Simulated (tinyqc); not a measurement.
Three programmes: liquidus of a compound AB in a simple-solution melt, liquid-phase epitaxy and vapour pressures. Computed by tinyqc, a small Python program. Command: `OMP_NUM_THREADS=1 python tinyqc.py 3006462 3006463 out.jsonl liq35 walk`. One thread of a shared host (Intel(R) Xeon(R) Processor @ 2.30GHz), about 0.05 s of CPU time with the checks.

x is the atom fraction of B in the melt. The melt is a simple solution: R T ln gamma_B = W (1 - x)^2, R T ln gamma_A = W x^2, W = a + b T. The solid AB is stoichiometric.

Inputs (values chosen for the exercise, modelled on GaSb for the melt): melting point T_F = 983 K; entropy of fusion S_F = 64.3 J/(mol K); interaction a = 20.2 kJ/mol; interaction slope b = -24.5 J/(mol K); saturation temperature T = 620 K; step dT = 8.3 K; cooling rate c = 0.85 K/min; diffusivity in the melt D = 8.5e-05 cm^2/s; molar volume of the melt V_L = 12.6 cm^3/mol; lattice constant a0 = 6.096 angstrom; melt depth w = 4.4 mm.

Constants: R = 8.314462618 J/(mol K); N_A = 6.02214076e+23 1/mol; k_B = 8.617333262e-05 eV/K.

Method:
- Liquidus (Vieland): f(x) = R T ln[4 x (1 - x)] + 2 W (1/2 - x)^2 + S_F (T_F - T) = 0.
- Newton steps with f' = (1 - 2x)[R T/(x (1 - x)) - 2 W], from the dilute estimate x = (1/4) exp[-(S_F (T_F - T) + W/2)/(R T)]; stop below 1e-13; f under 1e-6 shown as 0.
- dx/dT = -(df/dT)/f', df/dT = R ln[4 x (1 - x)] + 2 b (1/2 - x)^2 - S_F, f' = (1 - 2x)[R T/(x (1 - x)) - 2 W]. Concentrations: C_L = x N_A/V_L in the melt, C_S = 4/a0^3 in the solid; m = dT/dC_L.
- Semi-infinite melt (Hsieh): step d = 2 dT sqrt(D t/pi)/(C_S m); ramp d = (4/3) c sqrt(D/pi) t^(3/2)/(C_S m); supercooling is their sum. A melt of depth w can give at most w (undercooling)/(C_S m).

C_S = 1.76573e+22 1/cm^3

slope m = 5.44179e-19 K cm^3

dx/dT = 3.84483e-05 1/K

solubility x = 0.00166960

Thickness (micrometre):
```
t (min)    step        ramp  supercooling  sqrt(D t) (mm)
0.2      0.3113  4.2506e-03        0.3155          0.3194
0.5      0.4922  1.6802e-02        0.5090          0.5050
1.0      0.6961  4.7523e-02        0.7436          0.7141
2.0      0.9844  1.3441e-01        1.1188          1.0100
5.0      1.5565  5.3132e-01        2.0878          1.5969
10.0     2.2012  1.5028e+00        3.7040          2.2583
20.0     3.1129  4.2506e+00        7.3635          3.1937
```

What follows from these numbers?

Step cooling goes as t^(1/2), ramp cooling as t^(3/2); they are equal at t = 3 dT/(2 c) = 14.6 min. The local exponent of their sum runs from 0.52 to 0.99. Rows with sqrt(D t) above about half the depth of 4.4 mm are overestimates. In the late ramp rows the undercooling is so large that the liquidus slope is not constant.
